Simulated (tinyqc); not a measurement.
k.p theory built from an empirical-pseudopotential calculation at Gamma: sweeps and comparisons. A value that a table varies takes the place of the one given here.

Empirical pseudopotential on the fcc lattice, atoms at +/- tau, tau = a (1,1,1)/8, no spin-orbit coupling. H(G,G') = c (2 pi/a)^2 |k + G|^2 delta + VS(q) cos(q.tau) + i VA(q) sin(q.tau), q = G - G', c = hbar^2/2m0; k and G in units of 2 pi/a; VS at |q|^2 = 3, 8, 11 and VA at 3, 4, 11, in rydberg, zero elsewhere. The basis is fixed: all 65 G with |G|^2 up to Gcut. Energies are counted from the fourth level at Gamma.

k.p in the lowest n states at Gamma: H_nm = (E_n + c k^2) delta + 2 c k.<n|G|m>, k in 1/angstrom; with all states of the basis it is exact.

Empirical pseudopotential on the fcc lattice, atoms at +/- tau, tau = a (1,1,1)/8, no spin-orbit coupling. H(G,G') = c (2 pi/a)^2 |k + G|^2 delta + VS(q) cos(q.tau) + i VA(q) sin(q.tau), q = G - G', c = hbar^2/2m0; k and G in units of 2 pi/a; VS at |q|^2 = 3, 8, 11 and VA at 3, 4, 11, in rydberg, zero elsewhere. The basis holds all G with |G|^2 up to a cut-off. Energies are counted from the fourth level at Gamma.

For a multiplet A of d_A states, W(B) = (4 c/(3 d_A)) sum over n in A, m in B and i = x, y, z of |<n|G_i|m>|^2 (G in 1/angstrom, <n|G_i|m> = sum_G c_n(G)* G_i c_m(G)); the mean inverse mass of A is 1 + sum_B W(B)/(E_A - E_B). Multiplets with W = 0 are left out.

Valence parameters: D(u) = c + 4 c^2 sum_m <n|u.G|m><m|u.G|n'>/(0 - E_m) on the valence triplet, in units of c, has eigenvalues L, M, M along [100] and (L + 2M + 2N)/3, (L + 2M - N)/3 twice along [111]; g1 = -(L + 2M)/3, g2 = -(L - M)/6, g3 = -N/6.

Constants: hbar^2/2m0 = 3.80998211 eV angstrom^2; Ry = 13.60569312 eV.

Inputs chosen for the exercise (near those of Ge; shifted at random, so the results belong to these values and not to a real crystal):

| symbol | value | unit | meaning |
|---|---|---|---|
| a | 5.676 | angstrom | lattice constant |
| VS | (-0.228, 0.011, 0.061) | Ry | symmetric form factors |
| VA | (0, 0, 0) | Ry | antisymmetric form factors |
| Gcut | 16 | (2 pi/a)^2 | largest \|G\|^2 of the fixed basis |
| VS3 | -0.228 | Ry |  |
| VS8 | 0.011 | Ry |  |
| VS11 | 0.061 | Ry |  |
| VA3 | 0 | Ry |  |
| VA4 | 0 | Ry |  |
| VA11 | 0 | Ry |  |

## How many bands a k.p model needs: band 5 from Gamma to X

Band 5 (counted from below) at k = f (1, 0, 0) 2 pi/a; n ends on whole multiplets.

Energies (eV):

| f | n = 8 | n = 15 | n = 27 | n = 65 (exact) |
|---|---|---|---|---|
| 0.000 | 1.374 | 1.374 | 1.374 | 1.374 |
| 0.125 | 2.147 | 2.104 | 2.103 | 2.103 |
| 0.250 | 3.484 | 2.642 | 2.630 | 2.629 |
| 0.375 | 4.213 | 2.088 | 2.063 | 2.060 |
| 0.500 | 4.799 | 1.633 | 1.591 | 1.584 |
| 0.625 | 5.551 | 1.317 | 1.252 | 1.241 |
| 0.750 | 6.469 | 1.161 | 1.066 | 1.050 |
| 0.875 | 7.551 | 1.180 | 1.045 | 1.024 |
| 1.000 | 8.797 | 1.338 | 1.199 | 1.170 |

What can be read from the table?

With n = 8 the band stays within 0.05 eV of the exact one up to f = 0.125 (error at X: +7.628 eV). With n = 15 the band stays within 0.05 eV of the exact one up to f = 0.500 (error at X: +0.168 eV). With n = 27 the band stays within 0.05 eV of the exact one over the whole line (error at X: +0.029 eV). A smaller basis can only raise a level. The exact band has its minimum on these points at f = 0.875; n = 8 puts it at f = 0.000.

## Convergence with the plane-wave basis

E_s is the lowest empty singlet, Ep its W to the valence triplet, m its mass.

Results:

| cut-off | plane waves | E_s (eV) | Ep (eV) | m (m0) | g1 | g2 | g3 |
|---|---|---|---|---|---|---|---|
| 8 | 27 | 1.177 | 19.93 | 0.0559 | 7.88 | 2.40 | 3.37 |
| 11 | 51 | 1.348 | 19.90 | 0.0636 | 7.07 | 2.13 | 2.93 |
| 12 | 59 | 1.374 | 19.89 | 0.0648 | 7.08 | 2.05 | 2.92 |
| 16 | 65 | 1.374 | 19.89 | 0.0648 | 7.10 | 2.05 | 2.92 |
| 19 | 89 | 1.364 | 19.91 | 0.0643 | 7.12 | 2.07 | 2.93 |
| 20 | 113 | 1.351 | 19.92 | 0.0637 | 7.17 | 2.09 | 2.96 |
| 24 | 137 | 1.352 | 19.93 | 0.0637 | 7.17 | 2.09 | 2.96 |

What does this show, and why?

Against the last row, E_s errs most, by -0.175 eV, at cut-off 8, and by 0.000 eV in the last row but one. Ep varies by 0.2 % over the table and m by 13.9 %: the mass, near E_s/Ep, inherits the errors of both. Local form factors fix the converged values only roughly. The gap is a difference of two levels, so it need not converge steadily, and here it does not.

## What each form factor does (empirical-pseudopotential levels)

Lowest empty singlet and triplet at Gamma and the valence width there (fixed basis); lowest empty level at X = (1,0,0) and L = (1/2,1/2,1/2) from the valence top, these levels and that top with all |k + G|^2 up to 21. Singlet and triplet count orbital degeneracy. VS3 is VS at |q|^2 = 3, and so on. The row for a keeps the form factors fixed, so it is no model of a real expansion, which changes them too. Each row changes one parameter from the base and keeps the others.

Results:

| case | singlet (eV) | triplet (eV) | X (eV) | L (eV) | width (eV) |
|---|---|---|---|---|---|
| base | 1.374 | 3.459 | 1.188 | 1.019 | 11.926 |
| a = 5.733 angstrom | 1.386 | 3.481 | 1.310 | 1.096 | 11.648 |
| VS3 = -0.218 Ry | 1.462 | 3.316 | 0.942 | 0.919 | 11.966 |
| VS8 = 0.021 Ry | 1.898 | 3.397 | 1.263 | 1.262 | 11.829 |
| VS11 = 0.071 Ry | 1.937 | 3.691 | 1.466 | 1.397 | 11.737 |
| VA3 = 0.03 Ry | 1.425 | 3.493 | 0.920 | 1.030 | 11.934 |
| VA4 = 0.03 Ry | 1.335 | 3.555 | 0.791 | 1.080 | 11.928 |
| VA11 = 0.03 Ry | 1.224 | 3.417 | 0.843 | 0.943 | 11.949 |

What does this show?

The largest shifts from the base row, up to three for each result and ties (the steps differ in size, so this ranks the rows, not the parameters). singlet (eV): VS11 +0.563, VS8 +0.524, VA11 -0.149. triplet (eV): VS11 +0.232, VS3 -0.143, VA4 +0.096. X (eV): VA4 -0.397, VA11 -0.346, VS11 +0.277. L (eV): VS11 +0.378, VS8 +0.242, VS3 -0.100. width (eV): a -0.278, VS11 -0.189, VS8 -0.097. In a diamond crystal a small VA enters the levels at Gamma and L only in second order, by symmetry, but splits the degenerate pair at X in first order.

tinyqc: `OMP_NUM_THREADS=1 python tinyqc.py 1051136 1051137 out.jsonl`; about 0.3 s, one thread, shared Intel(R) Xeon(R) Processor @ 2.30GHz.
